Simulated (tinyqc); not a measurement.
# Hole mobility in a silicon inversion layer, empirical terms and Matthiessen rule, step by step

tinyqc, about 0.01 s, one thread, Intel Xeon 2.30GHz (shared host): `OMP_NUM_THREADS=1 python tinyqc.py 2510070 2510071 out.jsonl` Printed values are rounded.

Inversion layer of sheet density Ns on a uniformly doped body, under a high-permittivity gate with an interlayer. The mobility terms are empirical power laws with prefactors chosen for the exercise; adding their inverses (Matthiessen) is itself an approximation.

Inputs (values chosen for the exercise); material values close to those of silicon:
- T = 300 K (temperature)
- Eg = 1.14 eV (band gap)
- eps_r = 11.8 (relative permittivity of the semiconductor)
- Nc = 2.77e19 cm^-3 (conduction-band density of states at T)
- Nv = 2.63e19 cm^-3 (valence-band density of states at T)
- Nb = 8.2e16 cm^-3 (body doping)
- Vsb = 0 V (reverse body bias)
- eta = 0.3333 (weight of the inversion charge in the effective field)
- Cox = 0.84 uF/cm^2 (gate capacitance)
- Ap = 139 cm^2/(V s) (phonon-limited mobility at 1 MV/cm and 300 K)
- As = 364 cm^2/(V s) (roughness-limited mobility at 1 MV/cm)
- gs = 1.3 (exponent of the roughness term)
- Ac = 1200 cm^2/(V s) (Coulomb prefactor)
- Nit = 4.3e11 cm^-2 (charge at the interface)
- Ar = 280 cm^2/(V s) (remote-phonon mobility without interlayer)
- ti = 0.5 nm (interlayer thickness)
- lr = 0.5 nm (decay length of remote phonons)
- Ns = 1.3e12 cm^-2 (inversion density)
- WL = 10 (ratio W/L)
- Vd = 0.05 V (drain voltage)
- I = 12.4 uA (measured linear current)

Constants: q = 1.602176634e-19 C, kB = 1.380649e-23 J/K, Vt = kB T/q, eps0 = 8.8541878128e-14 F/cm where lengths are in cm. Results are converted to the units shown.

## Depletion charge and effective field

ni = sqrt(Nc Nv) exp(-Eg/(2 Vt)), Eg in volts; Ndep = sqrt(2 eps0 eps_r Nb (2 Vt ln(Nb/ni) + Vsb)/q); E = q (Ndep + eta Ns)/(eps0 eps_r), in MV/cm.

ni = 7.17198e9 cm^-3
Ndep = 9.47978e11 cm^-2
E = 0.211815 MV/cm

The depletion charge gives 68.6 % of the field.

## Mobility terms and their sum

With t = T/(300 K): muC = Ac (Ns/1e12 cm^-2) t/(Nb/1e17 cm^-3 + Nit/1e11 cm^-2), muP = Ap E^(-1/3) t^(-1.75), muS = As E^(-gs), muR = Ar exp(2 ti/lr)/t; 1/mu is the sum of the inverses.

terms (cm^2/(V s)): Coulomb 304.688, phonon 233.182, roughness 2737.52, remote phonon 2068.94
mu = 118.776 cm^2/(V s)
shares of 1/mu (%): Coulomb 38.9830, phonon 50.9372, roughness 4.33884, remote phonon 5.74095

The phonon term limits most.

## Iteration 1: inversion density for the measured current

Ns at the start = 9.1e11 cm^-2

I = (W/L) q Ns mu Vd. E = q (Ndep + eta Ns)/(eps0 eps_r) in MV/cm. With t = T/(300 K): muC = Ac (Ns/1e12 cm^-2) t/(Nb/1e17 cm^-3 + Nit/1e11 cm^-2), muP = Ap E^(-1/3) t^(-1.75), muS = As E^(-gs), muR = Ar exp(2 ti/lr)/t; 1/mu is the sum of the inverses. Ns(new) = I/((W/L) q mu Vd).

E = 0.191882 MV/cm
mu = 103.705 cm^2/(V s)
Ns after iteration 1 = 1.49259e12 cm^-2

## Iteration 2: inversion density for the measured current

As before.

E = 0.221659 MV/cm
mu = 123.711 cm^2/(V s)
Ns after iteration 2 = 1.25121e12 cm^-2

## Course of the iteration: inversion density for the measured current

Stop when Ns changes by less than 1e5 cm^-2, or after 120 iterations.

Course of the iteration:
```
iteration  Ns (cm^-2)  |change| (cm^-2)
1          1.49259e12           5.83e11
2          1.25121e12           2.41e11
3          1.31953e12           6.83e10
4          1.29707e12           2.25e10
5          1.30414e12            7.07e9
6          1.30188e12            2.26e9
7          1.30260e12            7.18e8
8          1.30237e12            2.28e8
9          1.30244e12            7.27e7
10         1.30242e12            2.31e7
11         1.30243e12            7.36e6
12         1.30243e12            2.34e6
13         1.30243e12            7.45e5
14         1.30243e12            2.37e5
15         1.30243e12            7.55e4
```

Converged in 15 iterations. At the end each change is about 0.32 times the one before, with alternating sign: linear convergence.

## Split C-V extraction

```
point  Vg (V)  Cgc (uF/cm^2)       I (uA)
0         0.1     2.97288e-5  5.91424e-10
1        0.15     1.55249e-4   1.61309e-8
2         0.2     8.10230e-4   4.39639e-7
3        0.25     0.00421464   1.19363e-5
4         0.3      0.0215562   3.17730e-4
5        0.35       0.101579   0.00767798
6         0.4       0.351197     0.126839
7        0.45       0.663255     0.904834
8         0.5       0.799223      2.81851
9        0.55       0.831874      5.52223
10        0.6       0.838432      8.60424
11       0.65       0.839699      11.8473
12        0.7       0.839942      15.1427
```

Q(Vg) is the trapezoid sum of Cgc from the first point (where Q is taken as 0); mu_eff = I/((W/L) Q Vd); mu_FE = (dI/dVg)/((W/L) Cox Vd) with a backward difference. Listed from point 4 on.

```
point  Q (uC/cm^2)  mu_eff (cm^2/(V s))  mu_FE (cm^2/(V s))
4       7.98653e-4             0.795665           0.0145616
5       0.00387703              3.96076            0.350488
6        0.0151964              16.6932             5.67432
7        0.0405577              44.6195             37.0474
8        0.0771197              73.0945             91.1275
9         0.117897              93.6788             128.749
10        0.159655              107.786             146.762
11        0.201608              117.528             154.432
12        0.243599              124.325             156.925
```

At the last point mu_FE is 26 % above mu_eff.
